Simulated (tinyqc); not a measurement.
# Carrier lifetime of an n-type layer with SRH, radiative, Auger and surface recombination, step by step

tinyqc, about 0.01 s, one thread, Intel Xeon 2.30GHz (shared host): `OMP_NUM_THREADS=1 python tinyqc.py 2300008 2300009 out.jsonl` Printed values are rounded.

Uniform excess density dn = dp (no trapping), n = n0 + dn, p = p0 + dn, Boltzmann statistics, full ionisation. Surfaces enter as a rate 2 S dn/d, which holds while diffusion to them is fast.

Values chosen for this exercise; band and dielectric values close to those of silicon: temperature T = 400 K; band gap Eg = 1.1 eV; conduction-band density of states at T Nc = 4.26e19 cm^-3; valence-band density of states at T Nv = 4.06e19 cm^-3; radiative coefficient B = 4.78e-15 cm^3/s; donor density N = 6.6e14 cm^-3; Auger coefficient (two electrons) Cn = 1.9e-31 cm^6/s; Auger coefficient (two holes) Cp = 8.4e-32 cm^6/s; trap density Nt = 9e12 cm^-3; capture cross-section for electrons sn = 2e-17 cm^2; capture cross-section for holes sp = 1e-17 cm^2; thermal velocity (both carriers) vth = 1.8e7 cm/s; trap level below the conduction band Et = 0.57 eV; surface recombination velocity (both faces) S = 0 cm/s; sample thickness d = 8 um; generation rate G = 2.3e19 cm^-3 s^-1.

Constants: q = 1.602176634e-19 C, kB = 1.380649e-23 J/K, Vt = kB T/q. Results are converted to the units shown.

## Equilibrium densities and SRH constants

ni = sqrt(Nc Nv) exp(-Eg/(2 Vt)), Eg in volts; majority density N/2 + sqrt(N^2/4 + ni^2), n0 p0 = ni^2; n1 = Nc exp(-Et/Vt), p1 = Nv exp((Et - Eg)/Vt); tn0 = 1/(sn vth Nt), tp0 = 1/(sp vth Nt).

ni = 4.889594e12 cm^-3
n0 = 6.600362e14 cm^-3
p0 = 3.622245e10 cm^-3
n1 = 2.803662e12 cm^-3
p1 = 8.527465e12 cm^-3
tn0 = 3.086420e-4 s
tp0 = 6.172840e-4 s

## Starting value

dn = 4e17 cm^-3.

dn at the start = 4e17 cm^-3

## Iteration 1: new dn

With e = n p - ni^2 = dn (n0 + p0 + dn): U_SRH = e/(tp0 (n + n1) + tn0 (p + p1)), U_rad = B e, U_Aug = (Cn n + Cp p) e, U_s = 2 S dn/d. Substitution: tau = dn/U with U the sum, dn(new) = G tau.

U_SRH = 4.322323e20 cm^-3 s^-1
U_rad = 7.660621e20 cm^-3 s^-1
U_Aug = 1.758504e22 cm^-3 s^-1
U_s = 0 cm^-3 s^-1
tau = 2.129548e-5 s
dn after iteration 1 = 4.897960e14 cm^-3

## Iteration 2: new dn

As before.

U_SRH = 6.508598e17 cm^-3 s^-1
U_rad = 2.692101e15 cm^-3 s^-1
U_Aug = 1.462149e14 cm^-3 s^-1
U_s = 0 cm^-3 s^-1
tau = 7.492694e-4 s
dn after iteration 2 = 1.723320e16 cm^-3

## Course of the iteration

Stop when the step is below 1e-10 of the value, or after 40 iterations.

Course of the iteration:
```
iteration  dn before the step (cm^-3)  step (cm^-3)
1                                4e17      -4.00e17
2                         4.897960e14       1.67e16
3                         1.723320e16       9.43e14
4                         1.817580e16      -1.89e14
5                         1.798712e16       3.81e13
6                         1.802520e16      -7.67e12
7                         1.801753e16       1.55e12
8                         1.801908e16      -3.12e11
9                         1.801877e16       6.28e10
10                        1.801883e16      -1.27e10
11                        1.801882e16        2.55e9
12                        1.801882e16       -5.15e8
13                        1.801882e16        1.04e8
14                        1.801882e16       -2.09e7
15                        1.801882e16        4.21e6
16                        1.801882e16       -8.49e5
```

Converged in 16 iterations. At the solution d ln U/d ln dn = 1.20, so the logarithmic slope of the map is 1 - 1.20 = -0.20; its size is below 1, so substitution contracts.

## Lifetime, shares and quasi-Fermi splitting

converged dn = 1.801882e16 cm^-3

With e = n p - ni^2 = dn (n0 + p0 + dn): U_SRH = e/(tp0 (n + n1) + tn0 (p + p1)), U_rad = B e, U_Aug = (Cn n + Cp p) e, U_s = 2 S dn/d. tau = dn/U, shares of U, splitting Vt ln(n p/ni^2), radiative efficiency U_rad/U.

tau = 7.834269e-4 s
shares (%): SRH 85.59684, radiative 6.99483, Auger 7.40833, surface 0.00000
quasi-Fermi splitting = 0.5673688 V

SRH recombination takes the largest share. dn is 27 times the doping: high injection.
